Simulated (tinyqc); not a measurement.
Ion-assisted plasma etching: sheath, surface coverage, synergy and aspect-ratio dependence. From one set of inputs to another, one input at a time. Computed by tinyqc, a small Python program. Command: `OMP_NUM_THREADS=1 python tinyqc.py 3000281 3000282 out.jsonl etch ladder`. One thread of a shared host (Intel(R) Xeon(R) Processor @ 2.30GHz), about 0.01 s of CPU time with the checks.

Radicals adsorb on bare sites; ions remove covered sites with a high yield and bare sites by sputtering; a slow spontaneous reaction acts everywhere, walls included.

The inputs printed are set A. Set A is close to those used for silicon in a halogen plasma; the values taken over come from a set close to those used for silicon dioxide in a fluorocarbon plasma. Inputs not listed in the table keep their values of set A, so the rows need not describe a real material.

Inputs (values chosen for the exercise, close to those used for silicon in a halogen plasma):

| quantity | value | unit |
|---|---|---|
| plasma density n_e | 3.2e+11 | 1/cm^3 |
| electron temperature T_e | 2.6 | eV |
| ion mass M_i | 35.5 | u |
| sheath voltage V | 260 | V |
| radical density n | 5.5e+13 | 1/cm^3 |
| radical mass M_n | 35.5 | u |
| gas temperature T_g | 600 | K |
| sticking coefficient s | 0.37 | - |
| radicals per removed unit x | 4 | - |
| yield slope b | 0.26 | eV^(-1/2) |
| threshold E_th | 14 | eV |
| sputter slope b_p | 0.027 | eV^(-1/2) |
| sputter threshold E_p | 27 | eV |
| spontaneous reaction probability k_c | 4.1e-05 | - |
| solid density N | 5e+22 | 1/cm^3 |
| ion temperature T_i | 0.69 | eV |
| aspect ratio A | 2.3 | - |

Feature: long trench.

Constants: e = 1.602176634e-19 C; u = 1.6605390666e-27 kg; k_B = 1.380649e-23 J/K; eps_0 = 8.8541878128e-12 F/m.

Method:
- Bohm speed u_B = sqrt(e T_e/M_i); ion flux G_i = 0.61 n_e u_B; radical flux G_n = n c/4 with c = sqrt(8 k_B T_g/(pi M_n)).
- Debye length lambda_D = sqrt(eps_0 T_e/(e n_s)) with n_s = 0.61 n_e, T_e in volts; Child-law sheath d = (sqrt2/3) lambda_D (2 V/T_e)^(3/4); ion energy E = V + T_e/2; angular spread = arctan(sqrt(T_i/E)).
- Yields: Y = b (sqrt(E) - sqrt(E_th)) on covered sites, Y_p = b_p (sqrt(E) - sqrt(E_p)) on bare ones (zero below threshold).
- Steady coverage: s G_n (1 - theta) = x Y G_i theta; removal flux = Y G_i theta + Y_p G_i (1 - theta) + k_c G_n; rate = flux/N, 1 cm/s = 6e8 nm/min.
- Lateral rate = k_c G_n/N; anisotropy = 1 - lateral/vertical; synergy = vertical/(ions alone + radicals alone), with ions alone Y_p G_i/N and radicals alone the lateral rate.
- Transmission of a long trench, rough form: K = (1 + ln(1 + A))/(1 + A + ln(1 + A)), walls that scatter diffusely without loss. With a loss probability S = s (1 - theta) at the floor, G_b/G_n = K/(K + S - K S); theta follows G_b, and the two are solved together. Ions are taken to reach the floor unshadowed; G_b replaces G_n in every term of the rate; A is depth over width.

Each row keeps all changes above it:

| input moved | from | to | anisotropy | floor rate over open-field rate | synergy |
|---|---|---|---|---|---|
| set A | - | - | 0.99946 | 0.87547 | 4.086 |
| yield slope b (eV^(-1/2)) | 0.26 | 0.39 | 0.99952 | 0.84772 | 4.561 |
| sticking coefficient s | 0.37 | 0.67 | 0.99966 | 0.78882 | 6.426 |
| sheath voltage V (V) | 260 | 390 | 0.99970 | 0.77220 | 5.428 |
| plasma density n_e (1/cm^3) | 3.2e+11 | 4.3e+10 | 0.99900 | 0.95923 | 12.168 |
| radical density n (1/cm^3) | 5.5e+13 | 1.5e+14 | 0.99767 | 0.99235 | 13.905 |
| spontaneous reaction probability k_c | 4.1e-05 | 2.3e-06 | 0.99987 | 0.99249 | 14.312 |
| electron temperature T_e (eV) | 2.6 | 2.4 | 0.99986 | 0.99302 | 14.366 |

Where does the difference come from?

Anisotropy goes from 0.999 to 1.000, a factor 1.0004 in all. The largest single move comes from spontaneous reaction probability k_c (a factor 1.0022), and radical density n works against it (a factor 0.99866). Floor rate over open-field rate goes from 0.875 to 0.993, a factor 1.13 in all. The largest single move comes from plasma density n_e (a factor 1.24), and sticking coefficient s works against it (a factor 0.931). Synergy goes from 4.09 to 14.4, a factor 3.52 in all. The largest single move comes from plasma density n_e (a factor 2.24), and sheath voltage V works against it (a factor 0.845). The single moves hold for this order of the switches; the total does not depend on the order.

Caution (all rows): the trench transmission is an interpolation between the limits 1 and ln(A)/A, good to tens of per cent. Caution (rows plasma density n_e, radical density n, spontaneous reaction probability k_c, electron temperature T_e): a sheath of several millimetres is collisional at usual pressures, which lowers the ion energy and widens the angles.

Extremes, crossings and ranges named in words are read from the listed rows.
